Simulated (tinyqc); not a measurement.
Tight binding, kagome lattice, step by step. Computed by tinyqc, a small Python program that keeps every step. Settings: t1 = 0.71, t2 = 0.77, delta = 0.23, bands filled = 2. Command: `OMP_NUM_THREADS=1 python tinyqc.py 24822 24823 out.jsonl` (the two numbers bound the seeds that draw the settings). One thread of a shared host (Intel(R) Xeon(R) Processor @ 2.60GHz), about 0.01 s of CPU time with the checks.

## Bloch Hamiltonian at k

Parameters chosen for this model:
```
parameter     value                unit
t1         0.710000    eV, up triangles
t2         0.770000  eV, down triangles
delta      0.230000        eV on site C
```

k point k (fractions of the reciprocal vectors): -0.40000  -0.37000

H_AB = -t1 - t2 exp(-i k.a1), H_AC = -t1 - t2 exp(-i k.a2), H_BC = -t1 - t2 exp(i k.(a1 - a2)), H_CC = delta.

H(k) at k (eV), lower triangle (Hermitian):
```
                   A                  B        C
A            0.00000
B  -0.08706+0.45259i            0.00000
C  -0.18290+0.56131i  -1.46636-0.14428i  0.23000
```

## Levels at k

Diagonalise the Hermitian matrix.

eigenvalues (eV): -1.68753  0.31432  1.60321

weights |c|^2 of the basis functions:
```
    band 1   band 2   band 3
A  0.16165  0.83116  0.00719
B  0.43831  0.12480  0.43689
C  0.40005  0.04404  0.55592
```

## Bloch Hamiltonian at K

k point K (fractions of the reciprocal vectors): 0.33333  0.66667

As before.

H(k) at K (eV), lower triangle (Hermitian):
```
                   A                  B        C
A            0.00000
B  -0.32500-0.66684i            0.00000
C  -0.32500+0.66684i  -0.32500-0.66684i  0.23000
```

## Levels at K

As before.

eigenvalues (eV): -0.78246  -0.54969  1.56215

weights |c|^2 of the basis functions:
```
    band 1   band 2   band 3
A  0.44325  0.24760  0.30915
B  0.44325  0.24760  0.30915
C  0.11350  0.50479  0.38171
```

## Bands along a path

The same steps at evenly spaced points between the labelled ones.

Bands along the path (eV):
```
k            band 1    band 2   band 3
G          -2.88593   1.48000  1.63593
G-K 0.25   -2.68996   1.36789  1.55207
G-K 0.50   -2.15593   0.85095  1.53498
G-K 0.75   -1.43239   0.11895  1.54344
K          -0.78246  -0.54969  1.56215
K-M 0.25   -0.95520  -0.38912  1.57432
K-M 0.50   -1.18006  -0.17645  1.58650
K-M 0.75   -1.32500  -0.04089  1.59589
M          -1.37469   0.00522  1.59947
M-K' 0.25  -1.32500  -0.04089  1.59589
M-K' 0.50  -1.18006  -0.17645  1.58650
M-K' 0.75  -0.95520  -0.38912  1.57432
K'         -0.78246  -0.54969  1.56215
```

With 2 band(s) filled, the highest filled level on these points lies at G and the lowest empty one at G-K 0.50: a gap of 0.0550 eV, indirect.
